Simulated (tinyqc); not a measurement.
Localisation length against disorder: localisation in a chain with random site energies (transfer matrices).

Hopping -t; leads with site energy 0, E = -2t cos(ka). psi_(j+1) = ((e_j - E)/t) psi_j - psi_(j-1), a product of matrices M_j = [[(e_j - E)/t, -1], [1, 0]]. For M = M_N ... M_1 the transmission is T = 4 sin^2(ka)/|M21 - M12 + M22 exp(ika) - M11 exp(-ika)|^2. Long samples draw e_j = W (x_j/2147483647 - 1/2) from x_j = 16807 x_(j-1) mod 2147483647, starting at x0. The localisation length xi, in sites, is defined by ln T = -2N/xi on average; weak disorder gives xi = 24 (4t^2 - E^2)/W^2, and the mean free path for backscattering is xi/2.

Numerical xi = N/ln sqrt(psi_(N+1)^2 + psi_N^2) for N = 20000 sites from psi_1 = 1, psi_0 = 0; its statistical error is about xi sqrt(xi/N).

Values chosen for the exercise: t = 1.17 eV (hopping); E = -0.35 eV (energy); x0 = 1889 (start of the number sequence).

The same number sequence scaled by W.

xi (sites):
```
W/t   W (eV)  numerical  error  weak disorder  strong: 1/(ln(W/2t) - 1)
1.0    1.170     88.520  5.889         93.852                         -
1.5    1.755     42.687  1.972         41.712                         -
2.0    2.340     24.939  0.881         23.463                         -
3.0    3.510     10.937  0.256         10.428                         -
4.0    4.680      6.089  0.106          5.866                         -
6.0    7.020      2.908  0.035          2.607                         -
10.0  11.700      1.415  0.012          0.939                     1.641
16.0  18.720      0.891  0.006          0.367                     0.926
```

At W = t the numerical value is 88.5 +/- 5.9 against 93.9, and at 2t 24.94 +/- 0.88 against 23.46. The weak-disorder formula is within 15 % for W/t = 1, 1.5, 2, 3, 4 and 6; at W = 16t it gives 0.37 and the strong-disorder form 0.93, against 0.89. All states of the chain are localised; disorder only sets the length.

Computed by tinyqc, a small Python program: `OMP_NUM_THREADS=1 python tinyqc.py 1450363 1450364 out.jsonl` (the numbers bound the seed that draws the inputs); one thread of a shared host (Intel(R) Xeon(R) Processor @ 2.30GHz), about 0.07 s for the whole set of steps.
